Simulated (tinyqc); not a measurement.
Mesh against broadening: interband optics of a two-band s-p chain from momentum matrix elements.

H(k) = [[Es - 2 ts cos ka, 2i V sin ka], [-2i V sin ka, Ep_ + 2 tp cos ka]] in the basis s, p; the lower band is full, with two electrons a cell. The velocity operator times hbar is W = dH/dk (eV angstrom); intra-atomic dipoles are left out.

With w(k) = |<c|W|v>|^2 and D(k) = Ec - Ev, on the mesh k_j = (j + 1/2)/N (2 pi/a): eps(E) = 1 + (8 pi e2/(a Ar)) mean_j (w/D^2) [1/(D - E - i eta) + 1/(D + E + i eta)], e2 = e^2/(4 pi eps0); light polarised along the chains, no local fields.

Constants: e^2/(4 pi eps0) = 14.39964547 eV angstrom.

Values chosen for the exercise: a = 3.97 angstrom (period); Es = 1.8 eV (upper orbital (s)); Ep_ = -1.99 eV (lower orbital (p)); ts = 0.51 eV (s-s hopping); tp = 0.53 eV (p-p hopping); V = 0.82 eV (s-p hopping); Ar = 13.8 angstrom^2 (cross-section per chain); E = 0.83 eV (photon energy).

eps2 at E for three widths, and eps(0) at eta = 0; the last row is the mesh of 2000 points.

Convergence:
```
N     eta = 0.03 eV  eta = 0.1 eV  eta = 0.3 eV   eps(0)
4             0.003         0.010         0.030   2.2755
8             0.066         0.219         0.628   6.9223
16            0.192         0.634         1.755  10.8973
32            0.215         0.708         1.940  11.2217
64            0.215         0.709         1.941  11.2224
128           0.215         0.709         1.941  11.2224
2000          0.215         0.709         1.941  11.2224
```

What can be read from this table?

The first N from which eps2 stays within 2 % of the last row is 32 for eta = 0.03, 32 for 0.1 and 32 for 0.3 eV; for eps(0) and 0.1 % it is 32. E lies outside the range of transitions, so eps2 is only the tail of the broadening and grows with eta.

(tinyqc, `OMP_NUM_THREADS=1 python tinyqc.py 1651497 1651498 out.jsonl`, Intel(R) Xeon(R) Processor @ 2.30GHz, 1 thread, shared host, about 0.01 s.)
